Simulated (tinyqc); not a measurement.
## Trap density from one capacitance

Question. Traps spread evenly through the insulator exchange electrons with the semiconductor by tunnelling, with tau(x) = t0 exp(2 ka x) at depth x from the interface. The admittance per area Y seen at depth x obeys dY/dx = -Y^2/(i w eps0 eox) + q Nb ln(1 + i w tau)/tau, with Y(0) = i w Cs and w = 2 pi f; the gate sees Y(tox) = G + i w C. Working variable y = Y/(i w), in uF/cm^2. Cox = eps0 eox/tox. Find Nb and G/w.

Inputs (values chosen for the exercise): relative permittivity of the insulator eox = 8.08; insulator thickness tox = 4.6 nm; semiconductor capacitance in accumulation Cs = 1.6 uF/cm^2; decay constant of the wave function in the insulator ka = 3.2 1/nm; time constant of a trap at the interface t0 = 2e-11 s; frequency f = 1e6 Hz.

Constants: q = 1.602176634e-19 C, eps0 = 8.8541878128e-14 F/cm where lengths are in cm. Results are converted to the units shown.

C = 1.0194986 uF/cm^2

Solution. C rises steadily with Nb, so one density matches; in practice ka and t0 must come from the frequency dependence.

Nb = 3.300e19 cm^-3 eV^-1
G/w = 0.04213 uF/cm^2

Computed by the program tinyqc: `OMP_NUM_THREADS=1 python tinyqc.py 2202043 2202044 out.jsonl`, one thread of a shared Intel Xeon 2.30GHz, about 0.4 s for the whole run.
